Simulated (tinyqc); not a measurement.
p-n heterojunction, non-linear Poisson equation by Newton steps, Boltzmann statistics: two steps of the calculation.

One dimension, material 1 (p-type) at x < 0 and material 2 (n-type) at x > 0. Band edges: Ec = -psi in material 1 and -psi + dEc in material 2, Ev = Ec - Eg. Flat quasi-Fermi levels: 0 for holes, +V for electrons. n = Nc F((EFn - Ec)/Vt), p = Nv F((Ev - EFp)/Vt), with F(eta) = exp(eta) (Boltzmann statistics); full ionisation, no interface charge, classical densities; the doping types are chosen for the exercise.

Values chosen for this exercise; band and dielectric values close to those of CdS and CdTe:
```
symbol,value,unit,meaning
T,250,K,temperature
Eg1,2.36,eV,band gap of material 1
er1,8.87,,relative permittivity of material 1
Nc1,1.68e18,cm^-3,conduction-band density of states of material 1
Nv1,1.35e19,cm^-3,valence-band density of states of material 1
Eg2,1.47,eV,band gap of material 2
er2,10.2,,relative permittivity of material 2
Nc2,5.97e17,cm^-3,conduction-band density of states of material 2
Nv2,1.37e19,cm^-3,valence-band density of states of material 2
dEc,0.09,eV,conduction-band offset Ec2 - Ec1
N1,5.1e17,cm^-3,acceptor density of material 1
N2,9.5e15,cm^-3,donor density of material 2
V,0.44,V,bias of side 1 against side 2
```

Constants: q = 1.602176634e-19 C, kB = 1.380649e-23 J/K, Vt = kB T/q, eps0 = 8.8541878128e-14 F/cm where lengths are in cm. Results are converted to the units shown.

Task 1. Band edges, densities and displacement. Ec, Ev, n and p as defined; D = a_k (psi_(k+1) - psi_k) on the interval that holds the interface.

```
node  x (nm)  converged psi (V)  material
0      -94.4         -2.2894233         1
1      -53.1         -2.2878294         1
2      -29.4         -2.2297641         1
3      -15.7         -1.9463686         1
4      -7.88         -1.6970615         1
5      -3.36         -1.5239451         1
6      -0.75         -1.4143011         1
7       0.75         -1.3523976         2
8       7.41         -1.2805630         2
9         37         -1.0994309         2
10       169         -0.4717186         2
11       753         -0.4392029         2
```

coupling a_i, interval 0 to 10 (F/cm^2): 1.9016137e-7  3.3137825e-7  5.7326019e-7  1.0043049e-6  1.7375364e-6  3.0090669e-6  5.6009354e-6  1.3560468e-6  3.0521364e-7  6.8418724e-8  1.5464506e-8

Find: Ec; Ev; n; p; D.

Result 1.

```
node  Ec (eV)  Ev (eV)  n (cm^-3)  p (cm^-3)
0       2.289  -0.0706  8.761e-20   5.100e17
1       2.288  -0.0722  9.434e-20   4.736e17
2       2.230  -0.1302  1.397e-18   3.198e16
3       1.946  -0.4136  7.215e-13   6.193e10
4       1.697  -0.6629   7.657e-8    5.836e5
5       1.524  -0.8361   2.366e-4      188.9
6       1.414  -0.9457    0.03839      1.164
7       1.442  -0.0276   0.003703   3.804e18
8       1.371  -0.0994     0.1039   1.356e17
9       1.189  -0.2806      465.7   3.025e13
10      0.562  -0.9083   2.100e15      6.708
11      0.529  -0.9408   9.500e15      1.483
```

D = 346.7 nC/cm^2

Task 2. Check against the first integral. Exact first integral: on each side D^2/(2 eps0 er) = G, G = q [Vt (nI_j - nI_b) + Vt (pI_j - pI_b) - C (psi_j - psi_b)], with C = -N1 or +N2, b the neutral end of that side, and nI, pI the densities themselves. D is continuous, so er1 G1(psi_j) = er2 G2(psi_j) fixes psi_j. Ends from Nv1 F((-psi_L - Eg1)/Vt) = N1 and Nc2 F((V + psi_R - dEc)/Vt) = N2. D is counted positive when psi rises towards material 2.

Wanted: psi_j; D; psi_j - psi_L; psi_R - psi_j; Ec1 - EFn at the interface; Ec2 - EFn at the interface.

Result 2.

psi_j = -1.386 V
D = 336.5 nC/cm^2
psi_j - psi_L = 0.9038 V
psi_R - psi_j = 0.9464 V
Ec1 - EFn at the interface = 0.9456 eV
Ec2 - EFn at the interface = 1.036 eV

Material 2 takes 51.1 % of the bending.

Range of the model: At the interface a carrier density exceeds a fifth of the band density of states, where Boltzmann statistics overestimate it.

Computed by the program tinyqc: `OMP_NUM_THREADS=1 python tinyqc.py 2040102 2040103 out.jsonl`, one thread of a shared Intel Xeon 2.30GHz, about 0.05 s for the whole run.
